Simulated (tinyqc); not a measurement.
Monte Carlo simulation of one carrier in a uniform electric field: one step, computed by the program tinyqc. Command: `OMP_NUM_THREADS=1 python tinyqc.py 3007215 3007216 out.jsonl mcfl walk`. One thread of a shared host (Intel(R) Xeon(R) Processor @ 2.30GHz), about 2 s of CPU time with the checks.

The force e F acts along +z. Flights end at the constant total rate Gamma; the part of Gamma that the real rates do not fill is self-scattering, which leaves k unchanged. One valley, no impurities and no intervalley scattering.

Task: Flight 1. Kane band: hbar^2 k^2/(2 m) = E (1 + alpha E), speed v = hbar k/(m (1 + 2 alpha E)), states per spin, volume and energy g(E) = m k (1 + 2 alpha E)/(2 pi^2 hbar^2); overlap factors are set to 1. Masses are multiplied by m_0 and all formulas are in SI units. Flight: t = -ln(r1)/Gamma; k_z grows by e F t/hbar; E follows from the band; dz = (E_end - E_start)/(e F). Use row 1 of the random numbers.

Inputs (values chosen for the exercise, for a model polar semiconductor):

| quantity | value | unit |
|---|---|---|
| effective mass m | 0.13 | m_0 |
| non-parabolicity alpha | 0.28 | 1/eV |
| lattice temperature T | 77 | K |
| electric field F | 1.3 | kV/cm |

Crystal: polar. Band: Kane.

starting wave vector (1/nm): -0.29  0.23  0.1

Random numbers (0.02 to 0.98, from up to 60 sets tried for early real events), one row a flight:
```
       r1      r2      r3      r4
1  0.5111  0.4253  0.8182  0.8663
2  0.5407  0.9254  0.5439  0.2780
3  0.3313  0.3684  0.2106  0.0909
4  0.2581  0.4869  0.2151  0.7176
5  0.1163  0.8091  0.8512  0.8913
6  0.3465  0.7182  0.7923  0.8755
7  0.7997  0.3571  0.7510  0.3887
```

Gamma = 54.57335 1e12/s

Constants: e = 1.602176634e-19 C; hbar = 1.054571817e-34 J s; m_0 = 9.1093837015e-31 kg.

Give: flight time t; k at the end of the flight; energy at the end; displacement dz.

Result:

flight time t = 12.30 fs

k at the end of the flight (1/nm): -0.2900  0.2300  0.1024

energy at the end = 42.72 meV

displacement dz = 1.083 nm
